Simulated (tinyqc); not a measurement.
From electron temperature T_e back to power supplied per electron P: decay of LO phonons and the hot-phonon bottleneck in the cooling of electrons. Computed by tinyqc, a small Python program. Command: `OMP_NUM_THREADS=1 python tinyqc.py 3017612 3017613 out.jsonl hotphonon inv`. One thread of a shared host (Intel(R) Xeon(R) Processor @ 2.30GHz), about 0.03 s of CPU time with the checks.

n(E, T) = 1/(exp(E/(k_B T)) - 1) is the Bose occupation. Electrons have a temperature T_e; the LO modes within their reach share one occupation N; the decay products stay at the lattice temperature.

Inputs (values chosen for the exercise, modelled on aluminium nitride):
```
quantity,value,unit
LO energy hbar omega,110,meV
"lifetime at T = 0, tau_0",1.2,ps
share f of the energy in the softer product,0.29,-
lattice temperature T,250,K
electron mass m*,0.32,m_0
eps_inf,4.61,-
static dielectric constant eps_s,8.43,-
electron density n,7.4e+18,1/cm^3
"density of LO modes that the electrons reach, N_m",1.1e+19,1/cm^3
```

Decay channel: two unequal phonons (Ridley).

Constants: k_B = 8.617333262e-05 eV/K; c = 299792458 m/s; e^2/(4 pi eps_0) = 14.39964548 eV angstrom; hbar^2/(2 m_0) = 3.80998212 eV angstrom^2; hbar = 6.582119569e-16 eV s; e = 1.602176634e-19 C.

Method:
- Decay rate 1/tau = (1/tau_0) [1 + n(f hbar omega) + n((1 - f) hbar omega)].
- Full width Gamma = 1/(2 pi c tau) in 1/cm, c in cm/s.
- Froehlich coupling alpha = (e^2/(4 pi eps_0)) (1/eps_inf - 1/eps_s) k_0/(2 hbar omega), k_0 = sqrt(m* hbar omega/(hbar^2/(2 m_0))); emission time tau_sp = hbar/(2 alpha hbar omega); bottleneck ratio r = (n/N_m) tau/tau_sp.
- Net emission per electron: [(N + 1) x - N]/tau_sp with x = exp(-hbar omega/(k_B T_e)), a simple two-level balance; steady state of the modes: n [(N + 1) x - N]/tau_sp = N_m (N - N_0)/tau; power per electron P = hbar omega [(N + 1) x - N]/tau_sp.
- With p = P tau_sp/(hbar omega): N = N_0 + r p and x = (p + N)/(N + 1); without hot phonons N = N_0. The mode temperature T_LO solves n(hbar omega, T_LO) = N.

Task: A run gave the result below. Find the power supplied per electron P, known to lie between 14 and 41 nW.

electron temperature T_e = 1605.182 K

Result:

Each step takes the trial c = (a f_b - b f_a)/(f_b - f_a), f being the result less the target and a, b, c the logarithms of the listed values; c replaces end b, the old b replaces a if the sign of f changed, and otherwise f_a is halved.

Scan of the range:
```
power supplied per electron P (nW),electron temperature T_e (K)
14.0,1157.68
16.7,1290.53
20.0,1450.26
24.0,1641.32
28.7,1863.55
34.3,2126.44
41.0,2439.52
```

False position (Illinois rule, in the logarithm of the input) inside the bracket:
```
step,end a,end b,trial,electron temperature T_e (K)
1,20.0000,24.0000,23.1865,1602.64
2,24.0000,23.1865,23.2392,1605.14
3,24.0000,23.2392,23.2408,1605.22
4,23.2392,23.2408,23.2400,1605.18
```

Electron temperature T_e rises at every point of a 13-point scan of the range (every second point is shown), so one value fits; it is bracketed by 20.0 and 24.0. Answer: power supplied per electron P = 23.24 nW.

Caution: alpha is above 1/2, so hbar/tau_sp exceeds hbar omega and the emission time, a weak-coupling result, is only rough. Caution: at such T_e upper valleys, non-parabolic bands or other phonons can take part.
